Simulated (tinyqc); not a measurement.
# Threshold-voltage variability of a planar MOSFET, analytic estimates, step by step

Numbers from tinyqc (`OMP_NUM_THREADS=1 python tinyqc.py 2090087 2090088 out.jsonl`; about 0.01 s on one thread of a shared Intel Xeon 2.30GHz). Printed values are rounded.

Three independent sources add in quadrature: random dopants in the depleted layer, metal-gate grains of two orientations, and roughness of the two gate edges acting through the roll-off VT = VT(long) - Vr exp(-L/l). These are first-order estimates: no three-dimensional electrostatics, no percolation.

Inputs (values chosen for the exercise); material values close to those of germanium:

| symbol | value | unit | meaning |
|---|---|---|---|
| T | 273 | K | temperature |
| Eg | 0.663 | eV | band gap |
| eps_r | 15.9 |  | relative permittivity of the semiconductor |
| Nc | 8.85e18 | cm^-3 | conduction-band density of states at T |
| Nv | 5.28e18 | cm^-3 | valence-band density of states at T |
| Na | 9e17 | cm^-3 | channel doping |
| ti | 1.9 | nm | oxide-equivalent thickness in inversion |
| L | 65 | nm | gate length |
| W | 200 | nm | gate width |
| G | 15 | nm | metal grain size |
| dW | 0.15 | eV | work-function difference of the two grain orientations |
| p | 0.6 |  | share of the orientation of higher work function |
| De | 0.7 | nm | rms roughness of one gate edge |
| La | 20 | nm | correlation length of the roughness |
| l | 12 | nm | decay length of the threshold roll-off |
| Vr | 2 | V | prefactor of the roll-off |
| n | 1.34 |  | subthreshold factor |
| gI | 25 | 1/V | gm/I of a matched pair |
| sb | 2.3 | % | spread of the gain factor of one device |
| Nb | 8388608 |  | number of cells |
| Y | 0.999 |  | wanted yield |

Constants: q = 1.602176634e-19 C, kB = 1.380649e-23 J/K, Vt = kB T/q, eps0 = 8.8541878128e-14 F/cm where lengths are in cm. Results are converted to the units shown.

Range of the model: gI s exceeds 0.2, so the linear formula for the current mismatch is only a rough guide.

## Random dopants

ni = sqrt(Nc Nv) exp(-Eg/(2 Vt)), Eg in volts; Cox = 3.9 eps0/ti; Wd = sqrt(4 eps0 eps_r Vt ln(Na/ni)/(q Na)); dopants: s1 = (q/Cox) sqrt(Na Wd/(3 L W)). The slope A1 = s1 sqrt(L W); mean number of dopants Na L W Wd.

Cox = 1.81744 uF/cm^2
Wd = 33.2915 nm
mean number of dopants = 389.511
A1 = 0.881005 mV um
s1 = 7.72692 mV

Counting alone, 1/sqrt(N) of the depletion voltage q Na Wd/Cox = 264 mV, would give sqrt(3) times more: dopants deep in the layer act less on the surface.

## Metal grains and edge roughness

Grains: Ng = L W/G^2 (at least 1), s2 = dW sqrt(p (1 - p)/Ng). Edges, with exponential correlation and u = W/La: the mean gate length has sL^2 = 2 De^2 (2/u)[1 - (1 - exp(-u))/u]; s3 = sL (Vr/l) exp(-L/l).

Ng = 57.7778
s2 = 9.66755 mV
sL = 0.420001 nm
dVT/dL = 0.740321 mV/nm
s3 = 0.310936 mV

## Total spread, mismatch and leakage

s = sqrt(s1^2 + s2^2 + s3^2). For a pair: s(dVT) = sqrt(2) s; current mismatch sqrt(2) sqrt((gI s)^2 + sb^2); input offset = current mismatch/gI. For a Gaussian VT the off current is log-normal with mean/median = exp(s^2/(2 (n Vt)^2)).

s = 12.3800 mV
s(dVT) = 17.5079 mV
current mismatch = 43.8905 %
input offset = 17.5562 mV
mean/median of Ioff = 1.08016

The grains give 61.0 % of the variance; without them s would be 7.73 mV. A current mismatch this large is beyond the linear estimate.

## Iteration 1: margin in standard deviations for the wanted yield

k at the start = 4

Cells fail independently with probability Q(k) = erfc(k/sqrt(2))/2 when the margin is k standard deviations, and Y = exp(-Nb Q(k)). phi = exp(-k^2/2)/sqrt(2 pi). Newton steps on ln Q(k) = ln(-ln(Y)/Nb): k(new) = k + [ln Q - ln(-ln(Y)/Nb)] Q/phi.

Q(k) = 3.16712e-5
phi = 1.33830e-4
k after iteration 1 = 6.95568

## Iteration 2: margin in standard deviations for the wanted yield

As before.

Q(k) = 1.75434e-12
phi = 1.24453e-11
k after iteration 2 = 6.36091

## Course of the iteration: margin in standard deviations for the wanted yield

Stop when k changes by less than 1e-9, or after 30 iterations.

Course of the iteration:
```
iteration,k,|change|
1,6.95568,2.96
2,6.36091,0.595
3,6.33428,0.0266
4,6.33422,5.35e-5
5,6.33422,2.16e-10
```

Converged in 5 iterations. At the end the number of correct digits about doubles with each step. With s(dVT) = 17.5 mV, 6.33 standard deviations are 111 mV.
